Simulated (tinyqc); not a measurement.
Worked calculation: RKS/B3LYP (VWN-RPA form) in the sto-3g basis, for Li+, spin multiplicity 1. One step of it, computed by the program tinyqc.

Question. Iteration 2: building the Kohn-Sham matrix. J_ij = sum D_kl (ij|kl), K_ij = sum D_kl (ik|jl); F = H + J - 0.1 K + V_xc; E = tr D H + tr D J / 2 - 0.05 tr D K + E_xc + E_nn.

D after iteration 1, lower triangle:
```
           1Li 1s    1Li 2s   1Li 2px   1Li 2py   1Li 2pz
1Li 1s   1.998321
1Li 2s   0.003468  0.000006
1Li 2px  0.000000  0.000000  0.000000
1Li 2py  0.000000  0.000000  0.000000  0.000000
1Li 2pz  0.000000  0.000000  0.000000  0.000000  0.000000
```

core Hamiltonian H = T + V (hartree), lower triangle:
```
            1Li 1s     1Li 2s    1Li 2px    1Li 2py    1Li 2pz
1Li 1s   -4.406095
1Li 2s   -0.984581  -1.104759
1Li 2px   0.000000   0.000000  -0.877579
1Li 2py   0.000000   0.000000   0.000000  -0.877579
1Li 2pz   0.000000   0.000000   0.000000   0.000000  -0.877579
```

Two-electron integrals (ij|kl) in chemists' order, unique and non-zero (hartree):
```
(11|11) 1.680395   (21|11) 0.265420   (21|21) 0.049941   (22|11) 0.397727
(22|21) 0.092860   (22|22) 0.290562   (31|31) 0.008981   (32|31) 0.013788
(32|32) 0.064184   (33|11) 0.396640   (33|21) 0.092880   (33|22) 0.290497
(33|33) 0.312946   (41|41) 0.008981   (42|41) 0.013788   (42|42) 0.064184
(43|43) 0.016869   (44|11) 0.396640   (44|21) 0.092880   (44|22) 0.290497
(44|33) 0.279207   (44|44) 0.312946   (51|51) 0.008981   (52|51) 0.013788
(52|52) 0.064184   (53|53) 0.016869   (54|54) 0.016869   (55|11) 0.396640
(55|21) 0.092880   (55|22) 0.290497   (55|33) 0.279207   (55|44) 0.279207
(55|55) 0.312946
```

nuclear repulsion = 0 hartree

V_xc (hartree), lower triangle:
```
            1Li 1s     1Li 2s    1Li 2px    1Li 2py    1Li 2pz
1Li 1s   -0.906214
1Li 2s   -0.116954  -0.081448
1Li 2px   0.000000   0.000000  -0.081104
1Li 2py   0.000000   0.000000   0.000000  -0.081104
1Li 2pz   0.000000   0.000000   0.000000   0.000000  -0.081104
```

E_xc = sum of w rho eps_xc = -1.41859116 hartree

Give: Coulomb J; exchange K; Kohn-Sham matrix F; total energy of this density.

Answer.

Coulomb J (hartree), lower triangle:
```
         1Li 1s  1Li 2s  1Li 2px  1Li 2py  1Li 2pz
1Li 1s   3.3598
1Li 2s   0.5307  0.7954
1Li 2px  0.0000  0.0000   0.7933
1Li 2py  0.0000  0.0000   0.0000   0.7933
1Li 2pz  0.0000  0.0000   0.0000   0.0000   0.7933
```

exchange K (hartree), lower triangle:
```
         1Li 1s  1Li 2s  1Li 2px  1Li 2py  1Li 2pz
1Li 1s   3.3598
1Li 2s   0.5319  0.1004
1Li 2px  0.0000  0.0000   0.0180
1Li 2py  0.0000  0.0000   0.0000   0.0180
1Li 2pz  0.0000  0.0000   0.0000   0.0000   0.0180
```

Kohn-Sham matrix F (hartree), lower triangle:
```
          1Li 1s   1Li 2s  1Li 2px  1Li 2py  1Li 2pz
1Li 1s   -2.2885
1Li 2s   -0.6240  -0.4008
1Li 2px   0.0000   0.0000  -0.1672
1Li 2py   0.0000   0.0000   0.0000  -0.1672
1Li 2pz   0.0000   0.0000   0.0000   0.0000  -0.1672
```

total energy of this density = -7.207268 hartree
